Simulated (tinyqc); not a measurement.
Diffusion-limited precipitation (Ham) of oxygen in silicon, with curvature and internal gettering: one step, computed by the program tinyqc.

N equal spheres grow from a supersaturated solution; each draws the steady flux of an isolated sphere, and the matrix concentration C falls as they grow.

Task: Gettering of a fast metal. The precipitates act as perfect sinks: tau_g = 1/(4 pi N r D_m) with r after the time t, D_m = prefactor x exp(-energy/(k_B T_g)); mean spacing N^(-1/3). Temperatures in kelvin are T(C) + 273.15.

Inputs (values chosen for the exercise, modelled on interstitial oxygen and iron in Czochralski silicon): precipitate density N = 3.9e+08 1/cm^3; temperature T = 1075 C; metal diffusion prefactor = 0.0012 cm^2/s; metal diffusion energy = 0.688 eV; gettering temperature T_g = 700 C.

radius r = 29.84122 nm

Constants: k_B = 8.617333262e-05 eV/K.

Give: metal diffusivity D_m; gettering time tau_g; mean spacing.

Result:

metal diffusivity D_m = 3.282e-07 cm^2/s

gettering time tau_g = 208.3 s

mean spacing = 13.69 um

Caution: one size class, no nucleation, no strain and no self-interstitials: real distributions coarsen, and the sinks work only while the metal is supersaturated.
